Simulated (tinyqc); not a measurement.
# Carrier density from the ballistic resistance

Inverse problem. A wide ballistic two-dimensional channel with gv valleys has G/W = (2 q^2/h) gv kF/pi and n = gv kF^2/(2 pi). Find kF, n and the Fermi energy C kF^2/m, C = hbar^2/(2 m0).

Values chosen for this exercise:
- m = 0.26 m0 (mass)
- gv = 1 (valleys)

Constants: q = 1.602176634e-19 C, hbar = 1.054571817e-34 J s, h = 6.62607015e-34 J s, m0 = 9.1093837015e-31 kg, hbar^2/(2 m0) = 0.0380998212 eV nm^2. Results are converted to the units shown.

R W = 75.736506 ohm um

Solution. kF = pi h/(2 q^2 gv R W).

kF = 0.5354 1/nm
n = 4.562e12 cm^-2
Ef = 0.04200 eV

Program tinyqc, `OMP_NUM_THREADS=1 python tinyqc.py 2740103 2740104 out.jsonl`; Intel Xeon 2.30GHz, shared host, one thread, about 0.07 s.
